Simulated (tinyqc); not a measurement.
From results back to parameters: ellipsoidal valleys in the axes of a wafer and a channel. Five cases, with inputs chosen for the exercise.

Problem. A valley whose axis makes az^2 = 0.333333 with the surface normal has 1/mz = az^2/ml + (1 - az^2)/mt and mz md^2 = ml mt^2. Its confinement and density-of-states masses are given, and ml > mt.

Find: ml mt^2; mt; ml.

Method. Put ml = (mz md^2)/mt^2 into the first relation and solve for mt below (mz md^2)^(1/3), the value at which ml = mt; a scan of that range finds one root.

Case 1.

mz, md (m0): 0.1132376  0.3176408

Solution.

ml mt^2 = 0.011425
mt = 0.077 m0
ml = 1.927 m0

Case 2.

mz, md (m0): 0.1171206  0.2981722

Solution.

ml mt^2 = 0.010413
mt = 0.080 m0
ml = 1.627 m0

Case 3.

mz, md (m0): 0.1117773  0.3142441

Solution.

ml mt^2 = 0.011038
mt = 0.076 m0
ml = 1.911 m0

Case 4.

mz, md (m0): 0.1102814  0.3083423

Solution.

ml mt^2 = 0.010485
mt = 0.075 m0
ml = 1.864 m0

Case 5.

mz, md (m0): 0.1073575  0.3013099

Solution.

ml mt^2 = 0.009747
mt = 0.073 m0
ml = 1.829 m0

Computed by tinyqc, one run a case: `OMP_NUM_THREADS=1 python tinyqc.py N N+1 out.jsonl` with N = 1880161, 1880165, 1880207, 1880295, 1880396; one thread of a shared Intel(R) Xeon(R) Processor @ 2.30GHz, about 0.01 s a run at most.
